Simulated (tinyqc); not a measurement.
Boltzmann transport in a parabolic band with a power-law relaxation time: one step. Transport coefficients. Three cases, with inputs chosen for the exercise.

Task: Form the ratios; u is the mean energy carried, in kT.

tau = tau0 x^r with x = E/kT. With K_j = Gamma(j + 1) F_j(eta): <tau> = tau0 (r + 3/2) K_(r+1/2)/((3/2) K_(1/2)); mu = <tau>/(mc m0/e), m0/e = 5.685630e-12 kg/C; Hall factor rH = (3/2) K_(1/2) (2r + 3/2) K_(2r+1/2)/((r + 3/2) K_(r+1/2))^2; Seebeck S = -(kB/e) [(r + 5/2) K_(r+3/2)/((r + 3/2) K_(r+1/2)) - eta]; Lorenz number L = (kB/e)^2 [(r + 7/2) K_(r+5/2)/((r + 3/2) K_(r+1/2)) - ((r + 5/2) K_(r+3/2)/((r + 3/2) K_(r+1/2)))^2]; kB/e in V/K. Valley anisotropy is left out of rH.

Constants: kB = 8.617333262e-05 eV/K.

Give: <tau>/tau0; rH; u; S; L.

Case 1.

Values chosen (out of a larger set: masses near those of Ge; tau0 is set for a mobility of the usual size at this n, kL is a free input; freeze-out and phonon drag, which matter near 77 K, are left out; not measured data): r = 0 (exponent of tau).

F_j and K_j:

| j | F_j | K_j |
|---|---|---|
| 0.500 | 3.575733 | 3.168911 |
| 1.500 | 5.701395 | 7.579095 |
| 2.500 | 7.634108 | 25.37082 |

eta = 2.481209

Result:

<tau>/tau0 = 1.000
rH = 1.000
u = 3.986
S = -129.7 microvolt/K
L = 2.073 1e-8 W ohm/K^2

The non-degenerate limits are rH = 1.000, u = r + 5/2 = 2.5 and L = (r + 5/2)(kB/e)^2 = 1.856; the degenerate ones are rH = 1 and L = 2.443.

Case 2.

Values chosen (out of a larger set: masses near those of GaAs; tau0 is set for a mobility of the usual size at this n, kL is a free input; freeze-out and phonon drag, which matter near 77 K, are left out; not measured data): r = 0.5 (exponent of tau).

F_j and K_j:

| j | F_j | K_j |
|---|---|---|
| 0.500 | 4.147837 | 3.675925 |
| 1.000 | 5.543142 | 5.543142 |
| 2.000 | 8.398326 | 16.79665 |
| 3.000 | 10.95393 | 65.72356 |
| 1.500 | 6.982709 | 9.282398 |

eta = 2.813303

Result:

<tau>/tau0 = 2.011
rH = 1.041
u = 4.545
S = -149.2 microvolt/K
L = 2.268 1e-8 W ohm/K^2

The non-degenerate limits are rH = 1.104, u = r + 5/2 = 3 and L = (r + 5/2)(kB/e)^2 = 2.228; the degenerate ones are rH = 1 and L = 2.443.

Case 3.

Values chosen (out of a larger set: masses near those of SiC; tau0 is set for a mobility of the usual size at this n, kL is a free input; freeze-out and phonon drag, which matter near 77 K, are left out; not measured data): r = 1.5 (exponent of tau).

F_j and K_j:

| j | F_j | K_j |
|---|---|---|
| 0.500 | 0.2612574 | 0.2315334 |
| 2.000 | 0.2769653 | 0.5539306 |
| 3.000 | 0.2815814 | 1.689489 |
| 4.000 | 0.2839696 | 6.815271 |
| 3.500 | 0.2829724 | 3.291459 |

eta = -1.250216

Result:

<tau>/tau0 = 4.785
rH = 1.863
u = 4.067
S = -458.2 microvolt/K
L = 2.947 1e-8 W ohm/K^2

The non-degenerate limits are rH = 1.933, u = r + 5/2 = 4 and L = (r + 5/2)(kB/e)^2 = 2.970; the degenerate ones are rH = 1 and L = 2.443.

Computed by tinyqc, one run a case: `OMP_NUM_THREADS=1 python tinyqc.py N N+1 out.jsonl` with N = 1652544, 1652558, 1680033; one thread of a shared Intel(R) Xeon(R) Processor @ 2.30GHz, about 0.01 s a run at most.
